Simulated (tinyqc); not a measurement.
Transfer-length model of a contact: one step of the calculation.

A metal contact of length d and width W on a thin layer of the same width. The metal has no resistance, the sheet resistance under it equals Rsh, and current enters the layer at the front edge x = 0.

Problem. Transfer length. A = Lt coth(d/Lt) is solved for Lt, starting from Lt = A. Lt(new) = sqrt(Lt A tanh(d/Lt)), the geometric mean of the old value and the plain step.

Inputs (values chosen for the exercise):
- d = 1.2 um (contact length)

A = 0.34486415 um
Lt after iteration 1 = 0.34453676 um

Wanted: Lt after iteration 2.

Solution.

Lt after iteration 2 = 0.34438 um

Computed by the program tinyqc: `OMP_NUM_THREADS=1 python tinyqc.py 2760084 2760085 out.jsonl`, one thread of a shared Intel Xeon 2.30GHz, about 0.01 s for the whole run.
